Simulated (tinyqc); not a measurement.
Sheet resistance and Hall data of a diffused or implanted layer: one step, computed by the program tinyqc. Command: `OMP_NUM_THREADS=1 python tinyqc.py 3019911 3019912 out.jsonl layer walk`. One thread of a shared host (Intel(R) Xeon(R) Processor @ 2.30GHz), about 0.01 s of CPU time with the checks.

Carriers are taken equal to the net active doping down to the junction (full ionisation, which deep dopants in wide-gap hosts do not reach; no spill-over, no depletion), and the Hall factor is 1.

Problem. Dose and junction depth. N(x) = N_0 exp(-x^2/l^2), dose N_0 l sqrt(pi)/2, junction x_j = l sqrt(ln(N_0/N_B)).

Inputs (values chosen for the exercise, modelled on arsenic in silicon): peak concentration N_0 = 3.4e+20 1/cm^3; length scale l = 16 nm; background doping N_B (opposite type) = 3.6e+16 1/cm^3.

Profile: Gaussian at the surface. Activation: limited by solubility.

Give: dose; junction depth x_j.

Solution.

dose = 4.8211e+14 1/cm^2

junction depth x_j = 48.407 nm
